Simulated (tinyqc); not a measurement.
Gain factor and gap resistance from two string resistances.

Inverse problem. At small bit-line voltage each of the 64 cells has the resistance 1/(K x) at overdrive x (no mobility reduction) in series with a gap resistance Rg. Find K, Rg and the share of the gaps at the higher overdrive.

resistance of a string of 64 equal cells at overdrives of 3.1 and 7.6 V (kohm): [2228.0893, 1287.7733]

Answer. The resistance per cell is a straight line in 1/x with slope 1/K and intercept Rg.

K = 13.0 uA/V^2
Rg = 10.0 kohm
share of the gaps = 49.7 %

Numbers from tinyqc (`OMP_NUM_THREADS=1 python tinyqc.py 2142021 2142022 out.jsonl`; about 0.6 s on one thread of a shared Intel Xeon 2.30GHz).
